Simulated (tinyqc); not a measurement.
The same scatterer in wider strips: conductance of a narrow metal strip with scatterers (square lattice, Green functions).

A strip of W sites across with hard walls, site energy 0 and hopping -t. Mode n = 1 to W has profile chi_n(j) = sqrt(2/(W + 1)) sin(n j pi/(W + 1)) and energy en = -2t cos(n pi/(W + 1)); E = en - 2t cos(kn a). With z_n = exp(i kn a) (Im k > 0 for closed modes, |z| < 1) each lead gives the self-energy -t z_n in mode n. One column carries the site energies v, here one foreign atom. In the mode basis V_nm = sum_j chi_n(j) v_j chi_m(j), G = (E - en + 2 t z_n - V)^-1, and t_nm = 2t sqrt(sin(kn a) sin(km a)) G_nm in size for open modes. T = sum |t_nm|^2, conductance (2e^2/h) T.

Constants: e^2/h = 3.874045865e-05 S.

Values chosen for the exercise (hopping and spacing of the size met in Cu or Al; the lattice is a model; the results hold for these values, not for the real material): t = 1.11 eV (hopping); a = 2.56 angstrom (spacing); E = -2.75 eV (Fermi energy); v = (0, 0, 0, 2.3) eV (site energies in the scattering column).

Width (W + 1) a; the strength is the entry of v largest in size. The foreign atom sits at site W/2 + 1, rounded down. Added resistance (1/T - 1/M)/(2 e^2/h), M the number of open modes.

Against width:

| W | width (angstrom) | M | T | T/M | added resistance (ohm) |
|---|---|---|---|---|---|
| 3 | 10.2 | 1 | 0.8211 | 0.8211 | 2811.8 |
| 4 | 12.8 | 2 | 1.7327 | 0.8663 | 995.6 |
| 5 | 15.4 | 2 | 1.9521 | 0.9760 | 158.4 |
| 6 | 17.9 | 2 | 1.9760 | 0.9880 | 78.5 |
| 8 | 23.0 | 3 | 2.9050 | 0.9683 | 140.7 |
| 10 | 28.2 | 4 | 3.9112 | 0.9778 | 73.3 |
| 14 | 38.4 | 6 | 5.8627 | 0.9771 | 50.4 |
| 20 | 53.8 | 8 | 7.9230 | 0.9904 | 15.7 |

How do the results move, and what explains it?

The added resistance is 2812 ohm at W = 3 and 15.7 at W = 20; from W = 10 to 20 it changes by a factor 0.21, where 1/M gives 0.50 and 1/M^2 gives 0.25. A point scatterer removes at most one unit of M (here 0.02 to 0.27), so its resistance is at most 1/(M (M - 1)) in units of h/2e^2, without bound for M = 1, with jumps where modes open or where the site sits near a node of the open modes; the largest value is at W = 3 (2812 ohm).

(tinyqc, `OMP_NUM_THREADS=1 python tinyqc.py 1482090 1482091 out.jsonl`, Intel(R) Xeon(R) Processor @ 2.30GHz, 1 thread, shared host, about 0.01 s.)
